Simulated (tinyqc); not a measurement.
Power transistor in saturation, electro-thermal loop: two steps of the calculation.

One temperature T for the device, T = T0 + Rth P(T), with P(T) = V I0 (T/300 K)^(-al) [1 + kv (T - 300 K)/Vov]^2. The loop gain is Rth dP/dT; a solution is thermally stable when it is below one.

Parameters, values chosen for the exercise: ambient temperature T0 = 300 K; drain voltage V = 48 V; saturation current at 300 K I0 = 0.068 A; exponent of the mobility al = 1.5; overdrive at 300 K Vov = 1.3 V; fall of the threshold with temperature kv = 3.3 mV/K; thermal resistance Rth = 47 K/W.

Task 1. Temperature by Newton steps. P(T) = V I0 (T/300 K)^(-al) [1 + kv (T - 300 K)/Vov]^2; P'(T) = P [-al/T + 2 kv/(Vov + kv (T - 300 K))]; G = Rth P'; T(new) = T + (T0 + Rth P - T)/(1 - G).

T at the start = 300 K

Find: P; G; T after iteration 1.

Result 1.

P = 3.264 W
G = 0.01180
T after iteration 1 = 455.2 K

Task 2. Loop gain and effective thermal resistance. P(T) = V I0 (T/300 K)^(-al) [1 + kv (T - 300 K)/Vov]^2; P'(T) = P [-al/T + 2 kv/(Vov + kv (T - 300 K))]; G = Rth P'. A small change of T0 changes T by 1/(1 - G) times as much.

converged T = 459.74221 K

Wanted: P; G; dT/dT0.

Result 2.

P = 3.399 W
G = 0.05583
dT/dT0 = 1.059

The feedback is positive: heating raises the power.

tinyqc, about 0.01 s, one thread, Intel Xeon 2.30GHz (shared host): `OMP_NUM_THREADS=1 python tinyqc.py 2520144 2520145 out.jsonl`
